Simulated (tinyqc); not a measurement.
On-chip interconnect, size-dependent resistivity and RC delay: one step of the calculation.

A rectangular line between two neighbours and two ground planes. Surface and grain-boundary scattering are added to the bulk resistivity as corrections; capacitances are parallel-plate values without fringing; inductance is ignored.

Question. Resistivity, resistance and capacitance per length. Metal width x = wd - 2 tl, height y = AR wd - tl; grain boundaries (Mayadas-Shatzkes): al = (lam/(gr x)) Rg/(1 - Rg), g = 1/[1 - 3 al/2 + 3 al^2 - 3 al^3 ln(1 + 1/al)] - 1; surfaces (Fuchs-Sondheimer, thick limit): s = (3/8) lam (1 - ps)(1/x + 1/y); rho = rho0 (1 + g + s); r = rho/(x y); c = eps0 ek (2 wd/hd + 2 Mf AR wd/sp).

Parameters, values chosen for the exercise; metal values close to those of copper: bulk resistivity rho0 = 1.7 uohm cm; bulk mean free path lam = 39.6 nm; specular share of surface scattering ps = 0.6; reflection coefficient of grain boundaries Rg = 0.5; grain size over the metal width gr = 2; drawn line width wd = 30 nm; aspect ratio, height over width AR = 2.3; liner on both walls and the bottom, not conducting tl = 2.8 nm; space to the neighbouring lines sp = 45 nm; dielectric height to the planes above and below hd = 42 nm; relative permittivity of the dielectric ek = 2.2; Miller factor of the neighbours Mf = 1.

Constants: eps0 = 8.8541878128e-12 F/m. Results are converted to the units shown.

Wanted: x; y; al; g; s; rho; r; c.

Answer.

x = 24.40 nm
y = 66.20 nm
al = 0.8115
g = 1.123
s = 0.3332
rho = 4.176 uohm cm
r = 25.85 ohm/um
c = 0.08756 fF/um

Range of the model: The metal width is under the mean free path, where the thick-limit surface term and the simple sum of corrections lose accuracy.

Numbers from tinyqc (`OMP_NUM_THREADS=1 python tinyqc.py 2100083 2100084 out.jsonl`; about 0.01 s on one thread of a shared Intel Xeon 2.30GHz).
